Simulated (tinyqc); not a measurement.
Inside a calculation: temperature and isotope dependence of a band gap in oscillator models. Values are carried at full precision from step to step, so a last printed digit may differ when a step is redone from the rounded ones.

E(T) = E0 - sum_i sl_i th_i n_i(T), n = 1/(exp(th/T) - 1). The same coupling lowers the gap at 0 K by the zero-point term ZP = sum_i sl_i th_i/2, so the gap of the static lattice is E0 + ZP. Thermal expansion is taken as part of the slopes.

Inputs chosen for the exercise (near those of Ge; shifted at random, so the results belong to these values and not to a real crystal): E0 = 0.743 eV (gap at 0 K); th = (75, 317) K (temperatures of two oscillators); sl = (0.0931, 0.2949) meV/K (their high-temperature slopes); T = 77 K (temperature); M = 72.66 u (mean atomic mass); dM = 3.87 u (change of the mean mass (not bounded by the natural isotopes)); T12 = (160, 370) K (temperatures of the fits).

## The gap at T

Give the occupations, the two terms, the gap, ZP and the static gap.

n_i: [0.60658, 0.01657]

terms (meV): [4.235, 1.549]

E(T) = 0.7372 eV
ZP = 50.23 meV
static gap = 0.7932 eV

The thermal fall, 5.8 meV, is smaller than the zero-point term, 50.2 meV; the soft oscillator supplies 73 % of the fall but 7 % of ZP. A calculation with clamped ions should be compared with the static gap.

## Slope and asymptote

dE/dT = -sum sl_i (th_i/T)^2 n_i (1 + n_i). At high T, n -> T/th - 1/2, so E -> E0 + ZP - (sum sl_i) T. Give the slope, its ratio to the limit, and the value at 0 K of the tangent drawn at T.

dE/dT = -0.1702 meV/K
ratio to the limiting slope = 0.4388
intercept of the tangent = 0.7503 eV
intercept - E0 = 7.32 meV

The tangent recovers 15 % of ZP: the extrapolation works only from T well above the higher oscillator (317 K).

## Isotope effect

With M -> M + dM the oscillator temperatures scale as M^(-1/2) and the slopes stay. Give th, ZP, E0 (static gap fixed) and E(T) for the new mass, and the linear rule dE0 = ZP dM/(2 M).

th (K): [73.08, 308.88]

ZP = 48.946 meV
shift of E0 = 1.287 meV
linear rule = 1.338 meV
shift of E(T) = 1.094 meV

The heavier crystal has the wider gap. At 77 K 85 % of the shift at 0 K is left; it fades at high T, where the motion is classical and the mean-square amplitude no longer depends on mass.

## Two common fits

Two-parameter forms are made to pass through the falls at the two temperatures T12: Varshni aV T^2/(T + bV), from the line T^2/fall = (T + bV)/aV; one oscillator s1 t1/(exp(t1/T) - 1), with t1 from the ratio of the falls.

Give the falls and the parameters.

falls (meV): [26.6295, 100.0391]

aV = 0.5158 meV/K
bV = 336 K
t1 = 233.7 K
s1 = 0.3770 meV/K
ZP of the one-oscillator fit = 44.0 meV

The limiting slope of the model is 0.3880 meV/K; Varshni puts it +33 % off and one oscillator -3 %. The ZP of the fit differs from the true one by -6.2 meV.

## Checks

- Slope by finite differences against the formula (meV/K): both 0.17024.
- Fall at 20 times the higher oscillator temperature against the asymptote (meV): 2410.1 against 2409.7.

tinyqc: `OMP_NUM_THREADS=1 python tinyqc.py 1880427 1880428 out.jsonl`; about 0.01 s, one thread, shared Intel(R) Xeon(R) Processor @ 2.30GHz.
